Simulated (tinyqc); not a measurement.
Coherent transport through a tight-binding region between two chains, step by step. Computed by tinyqc, a small Python program that keeps every step. Settings: temperature = 300, mu = 0.43. Command: `OMP_NUM_THREADS=1 python tinyqc.py 27114 27115 out.jsonl` (the two numbers bound the seeds that draw the settings). One thread of a shared host (Intel(R) Xeon(R) Processor @ 2.60GHz), about 0.07 s of CPU time with the checks.

## Transmission at E = -0.11 eV

H of the central region (eV):
```
[[0.88000, -1.51000, 0.00000, 0.00000],
 [-1.51000, 0.36000, -0.34000, 0.00000],
 [0.00000, -0.34000, 1.00000, -1.26000],
 [0.00000, 0.00000, -1.26000, 0.39000]]
```

Leads: semi-infinite chains with site energy 0:
```
parameter                           value
lead hopping t (eV)              1.340000
coupling to the left lead (eV)   0.820000
coupling to the right lead (eV)  1.160000
left contact site                       1
right contact site                      4
```

E = -0.11000 eV

Surface Green function g = (E - i sqrt(4 t^2 - E^2)) / (2 t^2); self-energy tc^2 g on each contact site; G = (E - H - Sigma)^(-1); Gamma = -2 Im Sigma; T = Gamma_L Gamma_R |G_LR|^2; local density of states -Im G_ii / pi.

g = -0.03063-0.74564i 1/eV

G (1/eV):
```
[[0.22091-0.07493i, 0.77919-0.12146i, 0.09602+0.16490i, -0.12567+0.17804i],
 [0.77919-0.12146i, 0.45991-0.33669i, 0.11639+0.07398i, -0.02156+0.15603i],
 [0.09602+0.16490i, 0.11639+0.07398i, -0.26553-0.63008i, 0.52833-0.57504i],
 [-0.12567+0.17804i, -0.02156+0.15603i, 0.52833-0.57504i, 0.47125-0.54868i]]
```

local density of states (1/eV): [0.02385, 0.10717, 0.20056, 0.17465]

transmission = 0.09556

## Transmission across the band

The same steps on a grid of energies.

T(E):
```
E (eV)            T
-2.5460000  0.00007
-2.2914000  0.00042
-2.0368000  0.00159
-1.7822000  0.00583
-1.5276000  0.02378
-1.2730000  0.11743
-1.0184000  0.40600
-0.7638000  0.30584
-0.5092000  0.17905
-0.2546000  0.11716
0.0000000   0.08320
0.2546000   0.06397
0.5092000   0.05376
0.7638000   0.04982
1.0184000   0.05137
1.2730000   0.05979
1.5276000   0.08053
1.7822000   0.13089
2.0368000   0.27126
2.2914000   0.66430
2.5460000   0.90791
```

levels of the isolated region (eV): [-0.99359, -0.54099, 1.89393, 2.27065]

## Current

I = (2e/h) int T(E) [f(E - mu - V/2) - f(E - mu + V/2)] dE at 300 K with mu = 0.43 eV, the bias not changing H; 2e^2/h = 77.48092 microsiemens; the integral runs over the band on 4001 points.

Current:
```
V (volt)  I (microampere)
0.01000           0.04362
0.05000           0.21814
0.10000           0.43653
0.20000           0.87509
0.40000           1.76651
0.80000           3.66826
```
